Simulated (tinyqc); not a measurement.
Worked calculation: a particle near a wafer in liquid: double-layer and van der Waals forces (DLVO), deposition barrier and removal. Computed by tinyqc, a small Python program that keeps every step. Command: `OMP_NUM_THREADS=1 python tinyqc.py 3112255 3112256 out.jsonl dlvo walk`. One thread of a shared host (Intel(R) Xeon(R) Processor @ 2.30GHz), about 0.01 s of CPU time with the checks. Intermediate numbers are printed to about 6 digits and carried at full precision; extremes and crossings named in words are read from the listed rows.

Sphere and flat wall, Derjaguin approximation, constant potentials in the linear-superposition form, no retardation and no hydration force.

Inputs (values chosen for the exercise, of the order of those for ceria on silica in water):
```
quantity                             value   unit
particle radius R                       83     nm
Hamaker constant A                 1.5e-20      J
potential of the particle psi_1        -31     mV
potential of the wafer psi_2           -13     mV
salt concentration c               0.00091  mol/L
valence z of the symmetric salt          1      -
temperature T                          343      K
dielectric constant of the liquid     63.7      -
gap h                                  1.2     nm
contact distance h0                    0.4     nm
contact radius over R                 0.11      -
viscosity                             0.41  mPa s
```

Constants: e = 1.602176634e-19 C; N_A = 6.02214076e+23 1/mol; eps_0 = 8.8541878128e-12 F/m; k_B = 1.380649e-23 J/K; k_B = 8.617333262e-05 eV/K.

## Screening

kappa^2 = 2 z^2 e^2 N_A (1000 c)/(eps eps_0 k_B T); gamma_i = tanh(z e psi_i/(4 k_B T)); Z = 64 pi eps eps_0 (k_B T/(z e))^2 gamma_1 gamma_2.

kappa = 0.102633 1/nm

Debye length = 9.74342 nm

gamma_1 = -0.256353

gamma_2 = -0.109514

Z = 2.78139 pN

kappa R = 8.51857

Like signs: the double layers repel.

## Energy and force at one gap

U(h) = Z R exp(-kappa h) - A R/(6 h); F(h) = -dU/dh = kappa Z R exp(-kappa h) - A R/(6 h^2), positive for repulsion.

double-layer energy = 43.0998 k_B T

van der Waals energy = -36.5140 k_B T

U(h) = 6.58575 k_B T

F(h) = -123.149 pN

Caution: for kappa h below 1 linear superposition is only rough, and charge regulation matters.

## The curve

The formulas are those given above.

Against the gap:
```
h (nm)  kappa h     U (k_B T)        F (pN)
0.4     0.04105  -6.27541e+01  -1.27413e+03
0.6     0.06158  -2.71907e+01  -5.54110e+02
1.0     0.10263   1.76791e-01  -1.86118e+02
1.5     0.15395   1.25817e+01  -7.19095e+01
2.5     0.25658   2.01896e+01  -1.48686e+01
4.0     0.41053   2.13806e+01   2.74704e+00
7.0     0.71843   1.75062e+01   7.31623e+00
12.0    1.23160   1.05747e+01   5.47338e+00
20.0    2.05267   4.06809e+00   2.52330e+00
40.0    4.10534  -2.91824e-01   2.60887e-01
```

Caution: in rows where h is not small against R, A R/(6 h) overstates the van der Waals term. Caution: in rows with kappa h below 1 linear superposition is only rough.

## Barrier and secondary minimum

F = 0 reads x^2 exp(-x) = y with x = kappa h and y = A kappa/(6 Z); the left side peaks at x = 2 with 4/e^2 = 0.5413, so roots exist for smaller y: x < 2 is the barrier, x > 2 the secondary minimum.

y = 0.0922501

position of the barrier = 3.55084 nm

barrier height = 21.5204 k_B T

position of the secondary minimum = 57.9738 nm

energy at the secondary minimum = -0.628779 k_B T

A barrier above 15 k_B T practically stops deposition.

## Critical salt concentration

The barrier height is zero when U = 0 and F = 0 together: kappa h = 1 and kappa = 6 Z/(e A), e = 2.718282 here; c follows from kappa^2, with the potentials held fixed.

critical kappa = 0.409286 1/nm

critical concentration = 0.0144717 mol/L

## Adding salt

kappa scales as sqrt(c); potentials are held fixed. A dash marks rows without a maximum.

Against the concentration:
```
c (mol/L)  Debye length (nm)  barrier at (nm)  barrier (k_B T)  minimum at (nm)  minimum (k_B T)
1.45e-06             244.089          15.2830          42.9229      2.50456e+03     -1.57898e-02
1.45e-05              77.188           8.8191          38.5169      6.79492e+02     -5.71595e-02
1.45e-04              24.409           5.2117          30.9688      1.77423e+02     -2.12987e-01
7.24e-04              10.924           3.7141          22.9001      6.68634e+01     -5.48259e-01
2.89e-03               5.467           2.8865          13.5728      2.75584e+01     -1.27452e+00
7.24e-03               3.454           2.5479           6.1174      1.46163e+01     -2.28932e+00
1.30e-02               2.578           2.4466           0.9612      9.36962e+00     -3.38984e+00
2.17e-02               1.995           2.5152          -3.6011      5.95371e+00     -4.89316e+00
4.34e-02               1.411                -                -                -                -
```

At low salt the barrier tends to Z R = 48.7 k_B T; it is half of that between 1.5e-4 and 7.2e-4 mol/L and changes sign at 0.014 mol/L, while the secondary minimum deepens to -3.4 k_B T at 0.9 of that.

## Removing an attached particle

Adhesion F_a = A R/(6 h0^2) [1 + a^2/(R h0)] - kappa Z R exp(-kappa h0), a the contact radius. Drag in a shear flow F_d = 1.7 x 6 pi mu R^2 G, acting at 1.4 R; rolling starts when 1.4 R F_d = a F_a. Wall shear stress = mu G.

van der Waals adhesion = 4553.00 pN

net adhesion F_a = 4530.26 pN

wall shear stress for rolling = 1612.43 Pa

shear rate G = 3.93277e+06 1/s

Checks made by the program: force against a difference of U (relative difference 1e-10).
